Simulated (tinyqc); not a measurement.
Finite-difference solution of the diffusion equation on a small grid: one step, computed by the program tinyqc. Command: `OMP_NUM_THREADS=1 python tinyqc.py 3029674 3029675 out.jsonl fdiff walk`. One thread of a shared host (Intel(R) Xeon(R) Processor @ 2.30GHz), about 0.01 s of CPU time with the checks.

dC/dt = D d2C/dx2 on nodes x_j = j dx, j = 0..11; the far end is sealed.

Task: Time step 2. With r = D dt/dx^2: (1 - theta r M) C(new) = (1 + (1 - theta) r M) C(old); theta = 0 explicit, 1 implicit, 1/2 Crank-Nicolson.

Boundary at x = 0: fixed surface value. Scheme: explicit.

operator M:
```
    0   1   2   3   4   5   6   7
0   0   0   0   0   0   0   0   0
1   1  -2   1   0   0   0   0   0
2   0   1  -2   1   0   0   0   0
3   0   0   1  -2   1   0   0   0
4   0   0   0   1  -2   1   0   0
5   0   0   0   0   1  -2   1   0
6   0   0   0   0   0   1  -2   1
7   0   0   0   0   0   0   1  -2
8   0   0   0   0   0   0   0   1
9   0   0   0   0   0   0   0   0
10  0   0   0   0   0   0   0   0
11  0   0   0   0   0   0   0   0

     8   9  10  11
0    0   0   0   0
1    0   0   0   0
2    0   0   0   0
3    0   0   0   0
4    0   0   0   0
5    0   0   0   0
6    0   0   0   0
7    1   0   0   0
8   -2   1   0   0
9    1  -2   1   0
10   0   1  -2   1
11   0   0   2  -2
```

mesh ratio r = 0.2704

C after step 1 (%): 73.0000  19.7392  0.0000  0.0000  0.0000  0.0000  0.0000  0.0000  0.0000  0.0000  0.0000  0.0000

Give: C after step 2.

Result:

C after step 2 (%): 73.00  28.80  5.34  0.00  0.00  0.00  0.00  0.00  0.00  0.00  0.00  0.00
